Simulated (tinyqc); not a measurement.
Deep-level transient spectroscopy (DLTS) of one majority-carrier trap: one step, computed by the program tinyqc.

A filling pulse loads the traps in a one-sided junction; under reverse bias they empty at the rate e, and the capacitance relaxes as C(t) = C_0 - dC exp(-e t). The signal is S = [C(t_2) - C(t_1)]/dC.

Task: Peak temperature and width. e = g sigma v N_b exp(-E/k_B T), v = sqrt(3 k_B T/m), N_b = 2 M (2 pi m k_B T/h^2)^(3/2), sigma = sigma_0, E = E_t. S(e) = exp(-e t_1) - exp(-e t_2) peaks at the rate window e_0 = ln(t_2/t_1)/(t_2 - t_1). T_p solves e(T) = e_0 (bisection between 15 and 1500 K); the half-height points solve S = S_max/2 on either side.

Inputs (values chosen for the exercise, with mass and screening modelled on germanium):
```
quantity                    value  unit
density-of-states mass m    0.353   m_0
valleys M                       1     -
trap depth E_t              0.138    eV
cross-section sigma_0     2.3e-15  cm^2
degeneracy ratio g              2     -
gate time t_1              0.0005     s
ratio t_2/t_1                  10     -
temperature T                  69     K
```

Carriers: holes. Extra term: none.

rate window e_0 = 511.6856 1/s

peak height S_max = 0.6968373

Constants: k_B = 8.617333262e-05 eV/K; k_B = 1.380649e-23 J/K; m_0 = 9.1093837015e-31 kg; h = 6.62607015e-34 J s.

Give: peak temperature T_p; lower half-height point; upper half-height point; full width.

Result:

peak temperature T_p = 88.00 K

lower half-height point = 81.45 K

upper half-height point = 94.61 K

full width = 13.16 K

The width is 15.0 % of T_p, and E_t is 18.2 k_B T_p.
